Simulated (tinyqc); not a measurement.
Inside a calculation. Method: sp3 tight binding, zinc-blende lattice. One step of it, computed by the program tinyqc.

Problem. Bloch Hamiltonian at k. Slater-Koster rules over the four bonds with direction cosines (l, m, n): ss V_ss; s-px l V_sp; px-s -l V_sp; px-px l^2 V_pps + (1 - l^2) V_ppp; px-py l m (V_pps - V_ppp); each times exp(i k.d).

Parameters chosen for this model: zinc-blende lattice, anion at 0, cation at a/4 (1,1,1); V = eta hbar^2 / (m d^2), hbar^2/m = 7.619964 eV angstrom^2:
```
parameter          value      unit
a               4.730000  angstrom
d               2.048150  angstrom
Es anion      -15.230000        eV
Ep anion       -8.270000        eV
Es cation      -7.990000        eV
Ep cation      -4.490000        eV
eta ss         -1.570000
eta sp          1.990000
eta pp sigma    2.980000
eta pp pi      -0.750000
V ss           -2.851865        eV
V sp            3.614785        eV
V pp sigma      5.413095        eV
V pp pi        -1.362356        eV
```

k point k (2 pi / a): 0.770000  -0.010000  -0.270000

Give: H(k) at k.

Solution.

H(k) at k (eV), lower triangle (Hermitian):
```
                  a s            a px             a py             a pz
a s          -15.2300
a px           0.0000         -8.2700
a py           0.0000          0.0000          -8.2700
a pz           0.0000          0.0000           0.0000          -8.2700
c s   -3.6746-0.0690i  0.0191+7.1163i  -3.2132-0.0422i  -0.1118-1.2141i
c px  -0.0191-7.1163i  1.1546+0.0217i   0.1210+1.3139i   3.4772+0.0457i
c py   3.2132+0.0422i  0.1210+1.3139i   1.1546+0.0217i  -0.0206-7.7011i
c pz   0.1118+1.2141i  3.4772+0.0457i  -0.0206-7.7011i   1.1546+0.0217i

          c s     c px     c py     c pz
c s   -7.9900
c px   0.0000  -4.4900
c py   0.0000   0.0000  -4.4900
c pz   0.0000   0.0000   0.0000  -4.4900
```
